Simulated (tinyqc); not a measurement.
# Changing the reflectivity of the chamber walls r

Model: rapid thermal processing of a wafer: radiative balance, ramp and cooling, pattern effects, pyrometer error and spike budget. Computed by tinyqc, a small Python program. Command: `OMP_NUM_THREADS=1 python tinyqc.py 3113279 3113280 out.jsonl rtp sweep`. One thread of a shared host (Intel(R) Xeon(R) Processor @ 2.30GHz), about 0.07 s of CPU time with the checks.

The wafer is opaque and uniform through its thickness unless said otherwise; temperatures in formulas are in kelvin (C + 273.15). sigma = 5.670374419e-12 W/(cm^2 K^4).

Inputs (values chosen for the exercise, modelled on a hot silicon wafer):
```
quantity                                              value         unit
wafer thickness d                                       525   micrometre
heat capacity per volume C                             2.15   J/(cm^3 K)
thermal conductivity k                                 0.27     W/(cm K)
emissivity eps of each face                            0.69            -
gas heat-transfer coefficient h, both faces together    2.3  mW/(cm^2 K)
wall temperature T_w                                    500            K
process temperature                                    1150            C
starting temperature                                    450            C
ramp rate                                                38          K/s
relative change of absorptivity over a pattern           12            %
period of the pattern                                  0.88           mm
activation energy of the process E_a                   3.46           eV
```

Constants: k_B = 8.617333262e-05 eV/K.

Method:
- Effective emissivity between parallel grey plates: eps_eff = 1/(1/eps + 1/(1 - r) - 1). Loss per area q(T) = 2 eps_eff sigma (T^4 - T_w^4) + h (T - T_w).
- Absorbed power during a ramp = q(T) + C d x ramp rate; thermal time constant tau = C d/(dq/dT), dq/dT = 8 eps_eff sigma T^3 + h; natural cooling rate q/(C d); front-to-back difference under one-sided heating at the end of the ramp = (absorbed power) d/(2 k).
- Cooling with the lamps off: C d dT/dt = -q(T), integrated adaptively (relative tolerance 1e-10).
- Spike anneal: linear ramp to the peak, then lamps off. Equivalent time at the peak = int exp(-(E_a/k_B)(1/T - 1/T_peak)) dt; estimate (k_B T^2/E_a)(1/ramp rate + 1/cooling rate). The ramp part uses 4000 trapezoid steps, the cooling part 4000 steps over 4 tau.
- Time within 50 K of the peak from the same curves.
- At steady state a sinusoidal change of absorbed power of relative amplitude a and period p gives the temperature amplitude a q/(dq/dT + k d (2 pi/p)^2); healing length l = sqrt(k d/(dq/dT)); process change = E_a dT/(k_B T^2). Emissivity is taken as unchanged.

One run for each value; columns: (1) reflectivity of the chamber walls r; (2) holding power q (W/cm^2); (3) natural cooling rate (K/s); (4) equivalent time, total (s); (5) healing length l (mm):
```
(1)      (2)     (3)     (4)     (5)
0.00  33.733  298.86  1.4227   3.914
0.14  30.541  270.58  1.4414   4.122
0.27  27.306  241.92  1.4648   4.371
0.41  23.489  208.10  1.5007   4.733
0.54  19.587  173.53  1.5516   5.214
0.68  14.940  132.36  1.6466   6.038
0.95   4.364   38.66  2.5839  12.769
```

Give the missing row, reflectivity of the chamber walls r = 0.81.

Computed row; columns: (1) reflectivity of the chamber walls r; (2) holding power q (W/cm^2); (3) natural cooling rate (K/s); (4) equivalent time, total (s); (5) healing length l (mm):
```
(1)      (2)    (3)     (4)    (5)
0.81  10.143  89.86  1.8341  7.502
```

Interpolating between the two neighbouring rows (linearly) misses most in healing length l (mm), by 24 %. Over the rows, holding power q (W/cm^2) falls from 33.7 to 4.36; natural cooling rate (K/s) falls from 299 to 38.7; equivalent time, total (s) rises from 1.42 to 2.58. Reflecting walls save power but slow the cooling, which lengthens the equivalent time of a spike.

Extremes, crossings and ranges named in words are read from the listed rows.
